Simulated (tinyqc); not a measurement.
# Gap difference from the gain at two temperatures

Inverse problem. When back injection limits the gain, beta = b exp(-dE/(kB T)) with dE the gap reduction of the emitter less that of the base and b constant. Find dE and beta at 300 K.

Constants: q = 1.602176634e-19 C, kB = 1.380649e-23 J/K. Results are converted to the units shown.

T (K): 273  400
beta: 184.57205  792.83760

Answer. ln beta is a straight line in 1/T with slope -dE/kB.

dE = 0.108 eV
beta at 300 K = 279

Computed by the program tinyqc: `OMP_NUM_THREADS=1 python tinyqc.py 2320051 2320052 out.jsonl`, one thread of a shared Intel Xeon 2.30GHz, about 0.01 s for the whole run.
